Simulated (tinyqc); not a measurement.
Estimate of lattice thermal conductivity from elastic moduli (Slack, Klemens and Cahill formulas): one step, computed by the program tinyqc. Command: `OMP_NUM_THREADS=1 python tinyqc.py 3006722 3006723 out.jsonl slack walk`. One thread of a shared host (Intel(R) Xeon(R) Processor @ 2.30GHz), about 0.01 s of CPU time with the checks.

An isotropic solid.

Problem. Point defects and grains. High-temperature forms with the classical heat capacity. Klemens: kappa/kappa_0 = arctan(u)/u, u^2 = pi^2 Theta V Gamma kappa_0/(h v_m^2). Grains: 1/kappa_poly = 1/kappa + 1/(C v_m d/3), C = 3 k_B/(n V), the acoustic branches alone.

Inputs (values chosen for the exercise, for a model crystal): volume per atom V = 27.9 angstrom^3; atoms per primitive cell n = 8; temperature T = 300 K; disorder parameter Gamma = 0.0037; grain size d = 8300 nm.

Grueneisen parameter: from the Poisson ratio.

kappa of the perfect crystal = 19.49876 W/(m K)

Debye temperature Theta = 351.6383 K

v_m = 3582.237 m/s

Constants: h = 6.62607015e-34 J s; k_B = 1.380649e-23 J/K.

Give: disorder scale u; kappa with point defects; grain-boundary limit; kappa of the polycrystal.

Solution.

disorder scale u = 0.90640

kappa with point defects = 15.840 W/(m K)

grain-boundary limit = 1839.2 W/(m K)

kappa of the polycrystal = 15.705 W/(m K)

Point defects remove 19 % of kappa. Grains remove a further 1 %.
